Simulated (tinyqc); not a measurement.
Capacitance shares from swing and barrier lowering.

Question. Below threshold the charge is negligible, so the band edge moves as -(aG Vg + aD Vd), aG = CG/CS, aD = CD/CS (CG, CD the capacitances of the barrier top to gate and drain, CS the total), and I goes as exp((aG Vg + aD Vd)/Vt) once Vd is well above Vt. Find aG, aD, CS and CD.

Values chosen for this exercise: temperature T = 350 K.

Constants: q = 1.602176634e-19 C, kB = 1.380649e-23 J/K, Vt = kB T/q. Results are converted to the units shown.

swing = 91.378291 mV/decade
DIBL = 13.157895 mV/V
CG = 0.98660950 uF/cm^2

Solution. The swing is Vt ln 10/aG and the DIBL, -dVg/dVd at fixed current, is aD/aG.

aG = 0.760
aD = 0.0100
CS = 1.30 uF/cm^2
CD = 0.0130 uF/cm^2

Numbers from tinyqc (`OMP_NUM_THREADS=1 python tinyqc.py 2400162 2400163 out.jsonl`; about 0.01 s on one thread of a shared Intel Xeon 2.30GHz).
